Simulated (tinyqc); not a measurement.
Worked calculation: round or elliptic silicon nanowire with anisotropic valleys (Ritz method). Values are carried at full precision from step to step, so a last printed digit may differ when a step is redone from the rounded ones.

Wire along x = [100] on a (001) wafer, y = [010], z = [001]. Valley groups, two valleys each (w = inverse masses): A, axis along z: w_y = 1/mt, w_z = 1/ml, m_x = mt; B, axis along y: w_y = 1/ml, w_z = 1/mt, m_x = mt; C, axis along x: w_y = w_z = 1/mt, m_x = ml.

Constants: hbar^2/2m0 = 3.80998211 eV angstrom^2; kB = 8.617333262e-05 eV/K.

Inputs chosen for the exercise (near those of a Si nanowire; the results hold for these values, not for the real material):
- ml = 0.933 m0 (longitudinal mass)
- mt = 0.186 m0 (transverse mass)
- a = 25 angstrom (semi-axis along y)
- b = 35 angstrom (semi-axis along z)
- group = C (valley group worked out)
- T = 300 K (temperature)

## Stretching the ellipse

Scaling y by 1/sqrt(w_y) and z by 1/sqrt(w_z) makes the mass 1 and the semi-axes A = a/sqrt(w_y), B = b/sqrt(w_z). List them with the one-function estimate 3c (1/A^2 + 1/B^2) and the slender limit c (pi/2s)^2 (1 + 2s/(pi l)), s and l the smaller and larger of A, B; c = hbar^2/2m0.

Groups:

| group | g | A | B | axis ratio | one function (eV) | slender limit (eV) |
|---|---|---|---|---|---|---|
| A | 2 | 10.78 | 33.81 | 3.136 | 0.1083 | 0.0973 |
| B | 2 | 24.15 | 15.09 | 1.600 | 0.0698 | 0.0577 |
| C | 2 | 10.78 | 15.09 | 1.400 | 0.1485 | 0.1176 |

The one-function value suits axis ratios near 1 and the slender limit ratios well above 2.

## Matrices of three even functions

Hard wall on the ellipse (y/a)^2 + (z/b)^2 = 1, c = hbar^2/2m0. With u = y/a, v = z/b the operator is -c [(w_y/a^2) d2/du2 + (w_z/b^2) d2/dv2] on the unit disc. Basis (1 - u^2 - v^2) u^i v^j; S, X and Y are the disc integrals of f f', (df/du)(df'/du) and (df/dv)(df'/dv), from the integral of u^p v^q = 2 Gamma((p+1)/2) Gamma((q+1)/2)/((p + q + 2) Gamma((p+q+2)/2)) for even p, q; H = c (w_y X/a^2 + w_z Y/b^2).

Basis 1, u^2, v^2 times (1 - u^2 - v^2); form S and H for the chosen group.

S, lower triangle:
```
            1       u^2       v^2
1    1.047198
u^2  0.130900  0.039270
v^2  0.130900  0.013090  0.039270
```

H (meV), lower triangle:
```
            1      u^2      v^2
1    155.4947
u^2   25.9158  26.8789
v^2   25.9158   3.2395  18.4737
```

## Lowest level in this basis

Solve H p = E S p for the wire level; give E, the ratios p2/p1 and p3/p1, and H11/S11.

E = 142.7 meV

ratios: -0.31  -0.53

one function = 148.5 meV

The two added functions lower the level by 5.8 meV (3.9 %), mostly by narrowing the state along v, the direction in which the stretched ellipse is long.

## Subbands

Converged values use 21 functions of each parity class (e or o in u, then in v).

The nine lowest levels of all groups and parity classes.

Subbands:

| group, parity | g | m_x (m0) | E (eV) |
|---|---|---|---|
| B ee | 2 | 0.1860 | 0.0668 |
| A ee | 2 | 0.1860 | 0.1007 |
| B oe | 2 | 0.1860 | 0.1320 |
| C ee | 2 | 0.9330 | 0.1427 |
| A eo | 2 | 0.1860 | 0.1466 |
| A ee | 2 | 0.1860 | 0.2052 |
| B eo | 2 | 0.1860 | 0.2064 |
| B ee | 2 | 0.1860 | 0.2251 |
| A eo | 2 | 0.1860 | 0.2773 |

At 300 K and without degeneracy the populations go as g sqrt(m_x) exp(-E/kB T): among these nine the lowest level holds 66 % and the light transport mass mt 92 % of the electrons.

## Checks

- Circle of radius a with both masses mt against c (2.404826/R)^2/m, eV: both 0.1895.

Computed by tinyqc, a small Python program: `OMP_NUM_THREADS=1 python tinyqc.py 1282341 1282342 out.jsonl` (the numbers bound the seed that draws the inputs); one thread of a shared host (Intel(R) Xeon(R) Processor @ 2.30GHz), about 0.06 s for the whole set of steps.
